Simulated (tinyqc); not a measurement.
# Worked calculation: on-chip interconnect, size-dependent resistivity and RC delay

Program tinyqc, `OMP_NUM_THREADS=1 python tinyqc.py 2100043 2100044 out.jsonl`; Intel Xeon 2.30GHz, shared host, one thread, about 0.01 s. Printed values are rounded.

A rectangular line between two neighbours and two ground planes. Surface and grain-boundary scattering are added to the bulk resistivity as corrections; capacitances are parallel-plate values without fringing; inductance is ignored.

Parameters, values chosen for the exercise; metal values close to those of copper: bulk resistivity rho0 = 1.7 uohm cm; bulk mean free path lam = 39.8 nm; specular share of surface scattering ps = 0; reflection coefficient of grain boundaries Rg = 0.31; grain size over the metal width gr = 1; drawn line width wd = 77 nm; aspect ratio, height over width AR = 1.2; liner on both walls and the bottom, not conducting tl = 2 nm; space to the neighbouring lines sp = 150 nm; dielectric height to the planes above and below hd = 180 nm; relative permittivity of the dielectric ek = 2.5; Miller factor of the neighbours Mf = 1; line length Lw = 6.1 um; driver resistance Rd = 14000 ohm; load capacitance Cl = 0.067 fF; time step dt = 0.82 ps.

Constants: eps0 = 8.8541878128e-12 F/m. Results are converted to the units shown.

## Resistivity, resistance and capacitance per length

Metal width x = wd - 2 tl, height y = AR wd - tl; grain boundaries (Mayadas-Shatzkes): al = (lam/(gr x)) Rg/(1 - Rg), g = 1/[1 - 3 al/2 + 3 al^2 - 3 al^3 ln(1 + 1/al)] - 1; surfaces (Fuchs-Sondheimer, thick limit): s = (3/8) lam (1 - ps)(1/x + 1/y); rho = rho0 (1 + g + s); r = rho/(x y); c = eps0 ek (2 wd/hd + 2 Mf AR wd/sp).

x = 73 nm
y = 90.4 nm
al = 0.244947
g = 0.349719
s = 0.369552
rho = 2.92276 uohm cm
r = 4.42896 ohm/um
c = 0.0462090 fF/um

rho is 1.72 times the bulk value; surfaces add more (0.370 against 0.350). The liner takes 7.25 % of the cross-section.

## Ladder and Elmore delays

4 equal pi sections: series Rs = r Lw/4; node capacitances c Lw/4, halved at nodes 0 and 4, with Cl added to node 4; Rd feeds node 0. Elmore delay of node k: the sum, over the resistors on the path to k, of resistance times all capacitance downstream of it.

Rs = 6.75417 ohm

| node | C (fF) | Elmore delay (ps) |
|---|---|---|
| 0 | 0.0352344 | 4.88425 |
| 1 | 0.0704688 | 4.88637 |
| 2 | 0.0704688 | 4.88801 |
| 3 | 0.0704688 | 4.88918 |
| 4 | 0.102234 | 4.88987 |

The far-end value equals Rd (c Lw + Cl) + r Lw (c Lw/2 + Cl) for any number of pi sections; the line resistance contributes 0.115 % of it.

## Step 1: node voltages after a time step

v at t = 0, node 0 to 4 (V): [0, 0, 0, 0, 0]

A 1 V step is applied behind Rd at t = 0. C dv/dt = -G v + b, with G the conductance matrix of the ladder (1/Rs between neighbours, 1/Rd added at node 0) and b = (1 V/Rd, 0, ...). Backward Euler step: (C/dt + G) v(new) = (C/dt) v + b.

v at t = 1 dt, node 0 to 4 (V): [0.144326, 0.143955, 0.143668, 0.143464, 0.143343]

## Step 2: node voltages after a time step

As before.

v at t = 2 dt, node 0 to 4 (V): [0.267250, 0.266932, 0.266685, 0.266510, 0.266407]

## Course in time

A 1 V step is applied behind Rd at t = 0. C dv/dt = -G v + b, with G the conductance matrix of the ladder (1/Rs between neighbours, 1/Rd added at node 0) and b = (1 V/Rd, 0, ...). Backward Euler step: (C/dt + G) v(new) = (C/dt) v + b. The last column solves the same ladder exactly by its modes.

Voltages (V):

| t (ps) | node 0 | node 2 | node 4 | node 4, exact |
|---|---|---|---|---|
| 0.8200 | 0.1443 | 0.1437 | 0.1433 | 0.1541 |
| 1.640 | 0.2672 | 0.2667 | 0.2664 | 0.2848 |
| 2.460 | 0.3725 | 0.3720 | 0.3718 | 0.3952 |
| 3.280 | 0.4627 | 0.4622 | 0.4620 | 0.4886 |
| 4.100 | 0.5398 | 0.5395 | 0.5393 | 0.5676 |
| 4.920 | 0.6060 | 0.6056 | 0.6055 | 0.6344 |
| 5.740 | 0.6626 | 0.6623 | 0.6622 | 0.6908 |
| 6.560 | 0.7110 | 0.7108 | 0.7107 | 0.7386 |
| 7.380 | 0.7525 | 0.7524 | 0.7523 | 0.7790 |
| 8.200 | 0.7881 | 0.7879 | 0.7879 | 0.8131 |
| 9.020 | 0.8185 | 0.8184 | 0.8183 | 0.8420 |
| 9.840 | 0.8446 | 0.8445 | 0.8444 | 0.8664 |

The far end of the ladder reaches 0.5 V at 3.390 ps, 0.693 of its Elmore delay (ln 2 = 0.693 for a single pole); the slowest mode has a time constant of 4.888 ps. The largest error of the backward Euler steps at that node is 29 mV.
